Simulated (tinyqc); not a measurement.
Enthalpies against pressure: pressure-driven transition between two phases with analytic equations of state. Computed by tinyqc, a small Python program. Command: `OMP_NUM_THREADS=1 python tinyqc.py 3019355 3019356 out.jsonl transition walk`. One thread of a shared host (Intel(R) Xeon(R) Processor @ 2.30GHz), about 0.05 s of CPU time with the checks.

Each phase obeys E = E0 + (B0 V/B') [(V0/V)^B'/(B' - 1) + 1] - B0 V0/(B' - 1), P = (B0/B') [(V0/V)^B' - 1]; E0 = 0 for phase 1 and Delta E0 for phase 2. H = E + P V.

Inputs (values chosen for the exercise, for two model phases):

| quantity | value | unit |
|---|---|---|
| volume V0 of phase 1 | 26.6 | angstrom^3/atom |
| B0 of phase 1 | 43.1 | GPa |
| B' of phase 1 | 4.49 | - |
| volume V0 of phase 2 | 25.1 | angstrom^3/atom |
| B0 of phase 2 | 61 | GPa |
| B' of phase 2 | 4.88 | - |
| energy of phase 2 above phase 1, Delta E0 | 0.052 | eV/atom |

Equation of state: Murnaghan.

Constants: 1 eV/angstrom^3 = 160.2176634 GPa.

Method. Start from P = Delta E0/(V0 of phase 1 - V0 of phase 2); at each P solve P(V) = P for both phases and step P(new) = P - (H_2 - H_1)/(V_2 - V_1); stop when |H_2 - H_1| < 1e-10 eV. At the zero-temperature transition the volume change is V_2/V_1 - 1 and the work is P (V_1 - V_2). For each P solve P(V) = P in both phases.

transition pressure = 9.52768 GPa

V_1 at the transition = 22.8138 angstrom^3

V_2 at the transition = 22.3487 angstrom^3

Both phases:

| P (GPa) | V_1 (angstrom^3) | V_2 (angstrom^3) | H_2 - H_1 (meV/atom) | stable |
|---|---|---|---|---|
| 0.0 | 26.600 | 25.100 | 52.000 | phase 1 |
| 2.4 | 25.310 | 24.213 | 32.750 | phase 1 |
| 4.8 | 24.303 | 23.483 | 18.503 | phase 1 |
| 7.1 | 23.514 | 22.890 | 8.202 | phase 1 |
| 8.8 | 23.012 | 22.503 | 2.210 | phase 1 |
| 10.0 | 22.690 | 22.252 | -1.332 | phase 2 |
| 12.0 | 22.204 | 21.867 | -6.157 | phase 2 |
| 15.0 | 21.570 | 21.355 | -11.286 | phase 2 |

What follows from these numbers?

H_2 - H_1 changes with slope V_2 - V_1, from -1.500 to -0.215 angstrom^3 per atom over the table, and passes zero at 9.53 GPa. An error of 10 meV per atom in Delta E0 moves the transition by about 3.44 GPa. Caution: the pressure is a large share of B0, where the result depends on the form of the equation of state.
